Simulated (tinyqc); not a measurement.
Thermoelectric coefficients of one resonant level, Landauer integrals: two steps of the calculation.

Transmission X(x) = (g/2)^2/[(x - y)^2 + (g/2)^2] with x = (E - EF)/kB T, two spin channels. I_k = int X x^k w dx over all x, w = 1/(4 cosh^2(x/2)).

Values chosen for this exercise:
- T = 30 K (temperature)
- g = 0.25 (full width of the level over kB T)
- y = 2.2 (level position (E0 - EF)/kB T)
- kp = 0.55 (phonon heat conductance in units of pi^2 kB^2 T/(3 h))

Constants: q = 1.602176634e-19 C, kB = 1.380649e-23 J/K, h = 6.62607015e-34 J s. Results are converted to the units shown.

Question 1. Coefficients. G = (2 q^2/h) I_0, S = -(kB/q) I_1/I_0, L/L0 = [I_2/I_0 - (I_1/I_0)^2]/(pi^2/3), K_e = (2 kB^2 T/h)(I_2 - I_1^2/I_0), ZT = G S^2 T/(K_e + K_ph), K_ph = kp pi^2 kB^2 T/(3 h).

converged I_0, I_1, I_2: 0.035792293  0.072233912  0.15966026

Find: G; S; L/L0; K_e; ZT; ZT without phonons.

Answer 1.

G = 2.7732 uS
S = -173.91 uV/K
L/L0 = 0.11789
K_e = 0.23961 pW/K
ZT = 0.15870
ZT without phonons = 10.501

The level lies above EF, so S is negative (electron-like). A level of zero width would give -(kB/q) y = -190 uV/K; S is 8.3 % below that in size.

Question 2. Two limits for S. Narrow level: S = -(kB/q) y. Mott formula: S = -(pi^2/3)(kB/q) d ln X/dx at x = 0 = -(pi^2/3)(kB/q) 2 y/[y^2 + (g/2)^2].

Wanted: narrow-level S; Mott S.

Answer 2.

narrow-level S = -189.6 uV/K
Mott S = -256.9 uV/K

The integrals give -174 uV/K; the Mott value is 48 % above that in size.

Computed by the program tinyqc: `OMP_NUM_THREADS=1 python tinyqc.py 2800130 2800131 out.jsonl`, one thread of a shared Intel Xeon 2.30GHz, about 0.03 s for the whole run.
